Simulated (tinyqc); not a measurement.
# MOS structure on a p-type body, non-linear Poisson equation by Newton steps: effects of single changes

One dimension, insulator interface at x = 0, acceptor density Na, uniform, net doping C = -(acceptor density). psi is counted from the intrinsic level: n = ni exp((psi - Vb)/Vt), p = ni exp(-psi/Vt); deep in the body psi_b = -Vt ln(Na/ni). The gate acts through Cox = eps0 eox/tox and has the potential psi_G = Vg - (phiM - chi - Vt ln(Nc/ni)). Boltzmann statistics, full ionisation, classical densities, no oxide or interface charge.

Values chosen for this exercise; band and dielectric values close to those of silicon:
```
symbol,value,unit,meaning
T,300,K,temperature
Eg,1.14,eV,band gap
eps_r,11.8,,relative permittivity
Nc,2.77e19,cm^-3,conduction-band density of states at T
Nv,2.66e19,cm^-3,valence-band density of states at T
chi,4.03,eV,electron affinity
Na,4.8e16,cm^-3,acceptor density deep in the body
eox,3.9,,relative permittivity of the gate insulator (close to silicon dioxide)
tox,11,nm,insulator thickness
phiM,4.38,eV,gate work function
Vb,0.6,V,electron quasi-Fermi potential against the body
```

Constants: q = 1.602176634e-19 C, kB = 1.380649e-23 J/K, Vt = kB T/q, eps0 = 8.8541878128e-14 F/cm where lengths are in cm. Results are converted to the units shown.

Each table varies one quantity; the others keep the values above.

## Charge and capacitance against gate voltage

ni = sqrt(Nc Nv) exp(-Eg/(2 Vt)), Eg in volts. The Poisson equation d/dx(eps0 eps_r dpsi/dx) = -q (p - n + C), with eps0 eps_r dpsi/dx = -Cox (psi_G - psi_0) at x = 0, is solved on a mesh of about 600 nodes or more. N_inv is the integral of n less its value deep in the body. C_LF = Cox (1 - dpsi_0/dVg) with all carriers following; C_HF is the same with the electron quasi-Fermi level shifting uniformly so that N_inv stays fixed. The centroid is that of the same excess.

Charge and capacitance against gate voltage:

| Vg (V) | psi_0 - psi_b (V) | N_inv (cm^-2) | C_LF/Cox | C_HF/Cox | centroid (nm) |
|---|---|---|---|---|---|
| 0.99 | 1.18 | 1.32e6 | 0.158 | 0.158 | 2.03 |
| 1.19 | 1.35 | 8.48e8 | 0.161 | 0.149 | 1.89 |
| 1.39 | 1.48 | 1.03e11 | 0.674 | 0.144 | 1.75 |
| 1.58 | 1.52 | 3.90e11 | 0.870 | 0.143 | 1.62 |
| 1.78 | 1.54 | 7.38e11 | 0.920 | 0.142 | 1.50 |
| 1.98 | 1.55 | 1.10e12 | 0.941 | 0.142 | 1.40 |
| 2.18 | 1.56 | 1.47e12 | 0.953 | 0.142 | 1.31 |
| 2.38 | 1.57 | 1.84e12 | 0.961 | 0.142 | 1.23 |

Read the table: what changes, and by how much?

N_inv goes from 1.32e6 to 1.84e12 cm^-2 and passes 2e11 cm^-2 at Vg = 1.46 V. Below threshold it takes 71.2 mV a decade between Vg = 0.99 and 1.19 V, against Vt ln 10 = 59.5 mV. C_LF/Cox is lowest, 0.158, at Vg = 0.99 V among the rows listed and ends at 0.961, while C_HF/Cox ends at 0.142. Between the last two rows q dN_inv/dVg is 0.955 Cox. Where the classical centroid is under about 2 nm, confinement would move the charge away from the interface and raise the threshold.

## Effect of the acceptor density deep in the body on threshold, swing and body effect

VT is the Vg at which N_inv = 2e11 cm^-2. m = 1/(dpsi_0/dVg) at N_inv = 1e8 cm^-2; the swing is the Vg between N_inv = 1e8 and 1e9 cm^-2; body coefficient [VT(Vb + 0.05 V) - VT(Vb)]/0.05 V - 1.

Result of one run:

| Na (cm^-3) | VT (V) | psi_0 - psi_b at VT (V) | m - 1 | swing (mV/decade) | body coefficient |
|---|---|---|---|---|---|
| 1.2e16 | 1.20 | 1.44 | 0.0935 | 66.1 | 0.0929 |

What becomes of these results when the acceptor density deep in the body Na is changed from 1.2e16 to 1.2e17 cm^-3, all else the same?

Result of the changed run:

| Na (cm^-3) | VT (V) | psi_0 - psi_b at VT (V) | m - 1 | swing (mV/decade) | body coefficient |
|---|---|---|---|---|---|
| 1.2e17 | 1.77 | 1.53 | 0.281 | 77.2 | 0.269 |

The whole series:

| Na (cm^-3) | VT (V) | psi_0 - psi_b at VT (V) | m - 1 | swing (mV/decade) | body coefficient |
|---|---|---|---|---|---|
| 1.2e16 | 1.20 | 1.44 | 0.0935 | 66.1 | 0.0929 |
| 1.8e16 | 1.26 | 1.46 | 0.113 | 67.3 | 0.112 |
| 2.6e16 | 1.32 | 1.47 | 0.135 | 68.5 | 0.132 |
| 3.8e16 | 1.40 | 1.49 | 0.162 | 70.1 | 0.157 |
| 5.6e16 | 1.50 | 1.50 | 0.195 | 72.1 | 0.188 |
| 8.2e16 | 1.62 | 1.52 | 0.234 | 74.4 | 0.225 |
| 1.2e17 | 1.77 | 1.53 | 0.281 | 77.2 | 0.269 |

As Na goes from 1.2e16 to 1.2e17, VT rises from 1.20 to 1.77 V, the swing rises from 66.1 to 77.2 mV/decade and the body coefficient rises from 0.0929 to 0.269. The swing stays within 1.5 % of m Vt ln 10, and the body coefficient within 0.012 of m - 1.

Numbers from tinyqc (`OMP_NUM_THREADS=1 python tinyqc.py 2080052 2080053 out.jsonl`; about 0.4 s on one thread of a shared Intel Xeon 2.30GHz).
